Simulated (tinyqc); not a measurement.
Inside a calculation. Model: straight dislocations in isotropic elasticity: fields, energies, partials, Peierls stress and walls. Computed by tinyqc, a small Python program that keeps every step. Command: `OMP_NUM_THREADS=1 python tinyqc.py 3017510 3017511 out.jsonl disloc walk`. One thread of a shared host (Intel(R) Xeon(R) Processor @ 2.30GHz), about 0.01 s of CPU time with the checks. Intermediate numbers are printed to about 7 digits and carried at full precision; extremes and crossings named in words are read from the listed rows.

The line runs along z, the glide plane is y = 0, and beta is the angle between b and the line (0 screw, 90 degrees edge): b_e = b sin(beta) along +x with the extra half plane at y > 0, b_s = b cos(beta). Stress is positive in tension.

Inputs (values chosen for the exercise, for a model fcc or diamond crystal):

| quantity | value | unit |
|---|---|---|
| shear modulus G | 70.4 | GPa |
| Poisson ratio nu | 0.218 | - |
| Burgers vector b | 3.894 | angstrom |
| stacking-fault energy gamma | 44.2 | mJ/m^2 |
| dislocation density rho | 1e+11 | 1/m^2 |
| core radius r0/b | 2 | - |
| misfit volume of a solute dV | 3.2 | angstrom^3 |
| temperature T | 900 | K |
| unstable fault energy gamma_us | 1940 | mJ/m^2 |
| tilt angle theta | 0.31 | degrees |
| source length l | 1900 | nm |

Character: 30-degree.

field point (x, y) (nm): 2.1  5.2

Constants: 1 eV/angstrom^3 = 160.2176634 GPa; k_B = 8.617333262e-05 eV/K.

## Line energy and line tension

Energy factor K = G [cos^2(beta) + sin^2(beta)/(1 - nu)]. E = K b^2/(4 pi) ln(R/r0) with R = 1/(2 sqrt(rho)); tension T = E + d^2E/d(beta)^2 = G b^2 [1 + nu - 3 nu sin^2(beta)]/(4 pi (1 - nu)) ln(R/r0). The core energy is taken into r0.

energy factor K = 75.30639 GPa

ln(R/r0) = 7.615902

line energy E = 43.19414 eV/nm

line tension T = 54.45095 eV/nm

stored energy rho E = 0.6920464 kJ/m^3

T/E = 1.26: bowing turns parts of the line towards the costlier edge character, so it is stiff.

## Stress at a point

With D = G b_e/(2 pi (1 - nu)), S = G b_s/(2 pi), r^2 = x^2 + y^2: s_xx = -D y (3x^2 + y^2)/r^4, s_yy = D y (x^2 - y^2)/r^4, s_xy = D x (x^2 - y^2)/r^4, s_zz = nu (s_xx + s_yy), s_xz = -S y/r^2, s_yz = S x/r^2. Pressure p = -trace/3.

stress (MPa):
```
           x          y          z
x  -590.6030  -134.0339  -624.7440
y  -134.0339  -331.8934   252.3004
z  -624.7440   252.3004  -201.1042
```

pressure p = 374.5335 MPa

The point lies above the glide plane, on the compressed side.

## Force on a second, equal dislocation at that point; binding of a solute

Peach-Koehler force per length on a parallel dislocation with the same b: in the glide plane F_x = s_xy b_e + s_yz b_s, normal to it F_y = -(s_xx b_e + s_xz b_s), which drives climb of the edge part or cross-slip of a screw. A solute with misfit volume dV has the energy p dV, and its dilute concentration is scaled by exp(-p dV/(k_B T)).

glide force F_x = 58.98696 mN/m

normal force F_y = 325.6730 mN/m

solute energy = 7.480494 meV

concentration ratio = 0.9080527

Along x the second dislocation is repelled. The oversized solute is depleted here.

## Splitting into partials

Shockley partials have b_p = b/sqrt(3) at the angles beta -/+ 30 degrees; their repulsion balances the fault at d = G b_p^2/(8 pi gamma) (2 - nu)/(1 - nu) [1 - 2 nu cos(2 beta)/(2 - nu)].

partial Burgers vector b_p = 2.248202 angstrom

splitting width d = 6.406357 nm

d/b = 16.45187

Widely split: cross-slip and climb need a constriction first.

## Peierls-Nabarro core of the undissociated dislocation

Misfit energy gamma(u) = (gamma_us/2)(1 - cos(2 pi u/b)), so the largest restoring stress is tau_max = pi gamma_us/b; u(x) = b/2 + (b/pi) arctan(x/zeta), zeta = K b/(4 pi tau_max). Summing the misfit energy over atomic rows a' apart gives, for a wide core, W_P = (K b^2/pi) exp(-2 pi zeta/a') and sigma_P = (K b/a') exp(-2 pi zeta/a'); a' = b/2 for edge and 30-degree lines, b sqrt(3)/2 for screw and 60-degree lines.

tau_max = 15.65149 GPa

half width zeta = 1.490947 angstrom

row spacing a' = 1.947 angstrom

Peierls barrier W_P = 184.5764 meV/nm

Peierls stress sigma_P = 1225.391 MPa

zeta/a' = 0.77 and sigma_P/G = 0.017: the stress falls by a factor e for each a'/(2 pi) of half width.

## Strength from dislocations

Frank-Read source, averaged over the loop: tau = G b/(2 pi l) [(1 - nu/2)/(1 - nu)] ln(l/r0). Taylor hardening: tau = 0.3 G b sqrt(rho).

Frank-Read stress = 20.40699 MPa

Taylor stress = 2.600698 MPa

Of the source, forest and Peierls stresses the largest here is the Peierls stress.

## Low-angle tilt boundary

A symmetric tilt wall of edge dislocations has the spacing h = b/(2 sin(theta/2)); Read-Shockley: gamma_b = E0 theta (A - ln theta), E0 = G b/(4 pi (1 - nu)), A = 1 + ln(b/(2 pi r0)), theta in radians.

spacing h = 71.97098 nm

boundary energy = 55.67079 mJ/m^2

angle of the maximum, exp(A - 1) = 4.559453 degrees

## Character of the line

E = K b^2/(4 pi) ln(R/r0); T = G b^2 [1 + nu - 3 nu sin^2(beta)]/(4 pi (1 - nu)) ln(R/r0).

From screw to edge:

| beta (degrees) | K (GPa) | E (eV/nm) | T (eV/nm) | d (nm) |
|---|---|---|---|---|
| 0 | 70.40000 | 40.37994 | 62.89356 | 5.513400 |
| 15 | 71.71466 | 41.13400 | 60.63137 | 5.752667 |
| 30 | 75.30639 | 43.19414 | 54.45095 | 6.406357 |
| 45 | 80.21279 | 46.00834 | 46.00834 | 7.299315 |
| 60 | 85.11918 | 48.82254 | 37.56573 | 8.192273 |
| 75 | 88.71091 | 50.88268 | 31.38531 | 8.845963 |
| 90 | 90.02558 | 51.63675 | 29.12312 | 9.085231 |

The edge costs 1/(1 - nu) = 1.279 times the screw in energy, yet its tension is only (1 - 2 nu)/(1 + nu) = 0.463 of the screw value, so loops under stress are elongated along b. The edge splits 1.65 times as widely, (2 + nu)/(2 - 3 nu), since there the larger, edge parts of the partials repel with the factor 1/(1 - nu) and the small screw parts attract, while in the screw the roles are exchanged.

Checks made by the program: zero divergence of the stress field, by differences and relative to the size of its gradient (relative difference below 1e-10); splitting against the force between the two partials (relative difference below 1e-10).
